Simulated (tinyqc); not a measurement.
Abrupt p-n junction, non-linear Poisson equation by Newton steps: capacitance and field against bias.

One dimension, p side on the left, n side on the right; net doping C = -Na for x < 0 and +Nd for x > 0. The potential psi is counted from the intrinsic level, and the quasi-Fermi potentials are flat: 0 for holes and -V for electrons, so n = ni exp((psi + V)/Vt) and p = ni exp(-psi/Vt) (Boltzmann statistics, full ionisation, no current). Under reverse bias this makes the minority densities vanishingly small everywhere; they play no part in the charge.

The Poisson equation d/dx(eps0 eps_r dpsi/dx) = -q (p - n + C) is solved on a mesh of more than 1000 nodes that ends in neutral material (psi_p = -Vt ln(Na/ni), psi_n = Vt ln(Nd/ni) - V). C_j = q d/dV of the integral of p over x, from the linearised equation. ni = sqrt(Nc Nv) exp(-Eg/(2 Vt)), Eg in volts. Depletion approximation: Vbi = Vt ln(Na Nd/ni^2), W = sqrt(2 eps0 eps_r (Vbi - V)(1/Na + 1/Nd)/q), xp = W Nd/(Na + Nd), xn = W Na/(Na + Nd), peak field 2 (Vbi - V)/W, capacitance eps0 eps_r/W. The last column applies it to an abrupt Na-Nd junction.

Values chosen for this exercise; band and dielectric values those of a made-up semiconductor:
- T = 325 K (temperature)
- Eg = 1.21 eV (band gap)
- eps_r = 7.95 (relative permittivity)
- Nc = 8.4e17 cm^-3 (conduction-band density of states at T)
- Nv = 2.35e19 cm^-3 (valence-band density of states at T)
- Na = 1.3e18 cm^-3 (acceptor density of the p side)
- Nd = 7.3e16 cm^-3 (donor density of the n side)

Constants: q = 1.602176634e-19 C, kB = 1.380649e-23 J/K, Vt = kB T/q, eps0 = 8.8541878128e-14 F/cm where lengths are in cm. Results are converted to the units shown.

Results:
```
V (V)	peak |E| (kV/cm)	C_j (nF/cm^2)	1/C_j^2 (cm^4/uF^2)	eps0 eps_r/C_j (nm)	abrupt depletion C (nF/cm^2)
0.16	166.7	68.11	215.6	103.3	65.79
-0.08	186.8	60.02	277.6	117.3	58.46
-0.32	205.4	54.28	339.5	129.7	53.13
-0.56	222.6	49.93	401.2	141.0	49.04
-1.04	253.9	43.66	524.5	161.2	43.08
-1.28	268.3	41.31	586.1	170.4	40.81
-1.52	281.9	39.29	647.7	179.1	38.86
-1.76	295.0	37.55	709.3	187.5	37.17
-2	307.5	36.02	770.9	195.4	35.69
```

Estimate the missing row, V = -0.8 V.

Computed row:
```
V (V)	peak |E| (kV/cm)	C_j (nF/cm^2)	1/C_j^2 (cm^4/uF^2)	eps0 eps_r/C_j (nm)	abrupt depletion C (nF/cm^2)
-0.8	238.7	46.48	462.9	151.4	45.77
```

With this row back in the table: With V going from 0.16 to -2 V, C_j falls from 68.1 to 36.0 nF/cm^2 and the peak field rises from 167 to 307 kV/cm. The slope of 1/C_j^2, read as N = 2/(q eps0 eps_r |slope|), gives 6.86e16 cm^-3 between the first two rows and 6.91e16 cm^-3 between the last two, against Na Nd/(Na + Nd) = 6.91e16 cm^-3; the slopes of all rows agree within 0.8 %, as for uniform doping at both edges. At the end C_j goes as (Vbi - V)^(-0.51) with Vbi = 1.06 V, and it is 0.93 % above the abrupt depletion formula (at the first row 3.5 % above it).

Numbers from tinyqc (`OMP_NUM_THREADS=1 python tinyqc.py 2000115 2000116 out.jsonl`; about 0.03 s on one thread of a shared Intel Xeon 2.30GHz).
